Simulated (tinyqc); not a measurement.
Rayleigh-quotient iteration on a symmetric matrix, step by step. Computed by tinyqc, a small Python program that keeps every step. Settings: method = rayleigh, shift = 0.42. Command: `OMP_NUM_THREADS=1 python tinyqc.py 29466 29467 out.jsonl` (the two numbers bound the seeds that draw the settings). One thread of a shared host (Intel(R) Xeon(R) Processor @ 2.60GHz), about 0.01 s of CPU time with the checks.

A:
```
[[0.1910, 0.6080, 0.3950, -0.1120],
 [0.6080, 1.1810, 0.4690, 0.8730],
 [0.3950, 0.4690, 1.3040, 0.1990],
 [-0.1120, 0.8730, 0.1990, 1.5190]]
```

Stop when the residual |A v - lambda v| is below 1e-9.

Steps:
```
step    lambda  residual
1     1.250338  1.21e+00
2     1.317130  1.78e-01
3     1.321051  6.33e-04
4     1.321051  1.17e-10
```

Can the last value be used, and what does the course show?

Yes. Converged in 4 steps. all eigenvalues, for comparison: [-0.2661, 0.6180, 1.3211, 2.5221].
